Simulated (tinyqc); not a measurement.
Power transistor in saturation, electro-thermal loop: two steps of the calculation.

One temperature T for the device, T = T0 + Rth P(T), with P(T) = V I0 (T/300 K)^(-al) [1 + kv (T - 300 K)/Vov]^2. The loop gain is Rth dP/dT; a solution is thermally stable when it is below one.

Inputs (values chosen for the exercise): ambient temperature T0 = 340 K; drain voltage V = 24 V; saturation current at 300 K I0 = 0.25 A; exponent of the mobility al = 1.5; overdrive at 300 K Vov = 1.3 V; fall of the threshold with temperature kv = 1.5 mV/K; thermal resistance Rth = 35 K/W.

Problem 1. Temperature by substitution. P(T) = V I0 (T/300 K)^(-al) [1 + kv (T - 300 K)/Vov]^2; T(new) = T0 + Rth P(T).

T after iteration 1 = 530.49076 K

Find: P; T after iteration 2.

Solution 1.

P = 4.089 W
T after iteration 2 = 483.1 K

Problem 2. Loop gain and effective thermal resistance. P(T) = V I0 (T/300 K)^(-al) [1 + kv (T - 300 K)/Vov]^2; P'(T) = P [-al/T + 2 kv/(Vov + kv (T - 300 K))]; G = Rth P'. A small change of T0 changes T by 1/(1 - G) times as much.

converged T = 489.61478 K

Give: P; G; dT/dT0.

Solution 2.

P = 4.2747 W
G = -0.17508
dT/dT0 = 0.85101

The feedback is negative: heating lowers the power, and the device steadies itself.

tinyqc, about 0.01 s, one thread, Intel Xeon 2.30GHz (shared host): `OMP_NUM_THREADS=1 python tinyqc.py 2520139 2520140 out.jsonl`
